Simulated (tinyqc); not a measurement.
Ewald sum of point charges, caesium chloride lattice, step by step. Computed by tinyqc, a small Python program that keeps every step. Command: `OMP_NUM_THREADS=1 python tinyqc.py 28414 28415 out.jsonl` (the two numbers bound the seeds that draw the settings). One thread of a shared host (Intel(R) Xeon(R) Processor @ 2.60GHz), about 0.05 s of CPU time with the checks.

## Ewald sum with eta = 0.421 1/bohr

cell vectors (rows) (bohr):
```
          1         2         3
1  7.970000  0.000000  0.000000
2  0.000000  7.970000  0.000000
3  0.000000  0.000000  7.970000
```

Charges:
```
q                f1        f2        f3
2.000000   0.000000  0.000000  0.000000
-2.000000  0.500000  0.500000  0.500000
```

Real space: 1/2 sum q_i q_j erfc(eta r)/r over all images with r > 0; reciprocal space: (2 pi/V) sum_(G != 0) exp(-G^2/4 eta^2)/G^2 |S(G)|^2 with S(G) = sum q exp(i G.r); self term -eta/sqrt(pi) sum q^2; background -pi Q^2/(2 V eta^2), Q the total charge.

Real-space shells (first ones):
```
r (bohr)   pairs  sum (hartree)
6.902222      16      -0.000184
7.970000      12       0.000006
11.271282     24       8.25e-11
13.216750     48              0
13.804445     16              0
```

Reciprocal shells (first ones that count):
```
G^2 (1/bohr^2)  vectors  sum (hartree)
0.621503              6       0.797839
1.864508              8       0.061418
3.107514             24       0.019148
5.593525             30       0.000399
6.836531             24       0.000045
8.079536             24       0.000007
10.565548            48       3.04e-07
11.808553            24       2.36e-08
13.051559            48       7.39e-09
15.537570            30       1.16e-10
```

## The total does not depend on eta

The same sums for other eta.

Totals (hartree per cell):
```
eta            real  reciprocal       self  background        total
0.421000  -0.000178    0.878857  -1.900191    0.000000  -1.02151142
0.629000  -3.83e-09    1.817491  -2.839002    0.000000  -1.02151142
0.820000          0    2.679572  -3.701084    0.000000  -1.02151142
```

shortest distance = 6.902222 bohr

Madelung constant -E d / (formula units |q+ q-|) = 1.762675
